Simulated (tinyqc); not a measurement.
Band-to-band tunnelling in a uniform field: complex band structure along [001] in sp3s* tight binding.

For k = (0, 0, kz) the phase sums are g0 = cos(phi) and g3 = i sin(phi), phi = kz a/4, and the s, pz, s* orbitals of anion (a) and cation (c) decouple from px, py. With z = exp(i phi), H(z) = H0 + z T + T^T/z for any complex z. H0 is diagonal (Esa, Epa, Exa, Esc, Epc, Exc). The anion-cation block is B(z) = z U + W/z and the cation-anion block z W^T + U^T/z, where U has Vss/2 (s,s), Vsapc/2 (s,z), -Vscpa/2 (z,s), Vxx/2 (z,z), Vxapc/2 (s*,z), -Vpaxc/2 (z,s*), and W has the same values with the s-z and s*-z signs reversed. |z| = 1 is a band state, |z| < 1 decays along [001] as exp(-kappa d) over a distance d, kappa = -(4/a) ln|z|. No spin-orbit coupling.

Constants: hbar^2/2m0 = 3.80998211 eV angstrom^2.

Values chosen for the exercise (out of a larger set: near a published set for GaSb, fitted to gaps, whose masses and valley positions are rough (light masses up to twice too heavy); not measured data): p = (-7.344, 0.85, -3.883, 2.888, 6.614, 6.026, -6.216, 1.568, 4.114, 4.999, 4.637, 4.93, 4.214) eV (order Esa, Epa, Esc, Epc, Exa, Exc, Vss, Vxx, Vxy, Vsapc, Vscpa, Vxapc, Vpaxc); a = 6.091 angstrom (lattice constant).

Ev = -0.00102 eV
EG (direct gap) = 0.83991 eV

masses of this model, from the curvature at Gamma (m0): m_lh 0.05747, m_e 0.07178

WKB at zero transverse momentum: T = exp(-2 I/(eF)), I = integral of kappa dE across the direct gap (8 Gauss-Legendre points in theta, E = EG sin^2 theta, 0 to pi/2); 1 MV/cm = 0.01 V/angstrom. The two-band form gives I = (pi/8) sqrt(m/c) EG^(3/2) with m = 2 m_lh m_e/(m_lh + m_e).

Tunnelling:

| F (MV/cm) | path EG/eF (angstrom) | exponent 2I/eF | T, tight binding | T, two-band |
|---|---|---|---|---|
| 0.50 | 168.0 | 15.604 | 1.67e-07 | 1.60e-07 |
| 0.75 | 112.0 | 10.403 | 3.04e-05 | 2.94e-05 |
| 1.00 | 84.0 | 7.802 | 0.000409 | 0.000399 |
| 1.50 | 56.0 | 5.201 | 0.00551 | 0.00542 |
| 2.00 | 42.0 | 3.901 | 0.0202 | 0.0200 |
| 3.00 | 28.0 | 2.601 | 0.0742 | 0.0736 |
| 4.00 | 21.0 | 1.950 | 0.142 | 0.141 |

I, tight binding = 0.039010 eV/angstrom
I, two-band = 0.039127 eV/angstrom

What can be read from this table?

The two-band integral is +0.30 % from the tight-binding one, which makes the two-band T 0.9542 times the other at 0.5 MV/cm and 0.9942 times at 4 MV/cm. Doubling the field from 1 to 2 MV/cm halves the exponent and raises T by a factor 49.5. Where the exponent falls below about 2 the WKB form is only a guide.

tinyqc: `OMP_NUM_THREADS=1 python tinyqc.py 1482196 1482197 out.jsonl`; about 0.01 s, one thread, shared Intel(R) Xeon(R) Processor @ 2.30GHz.
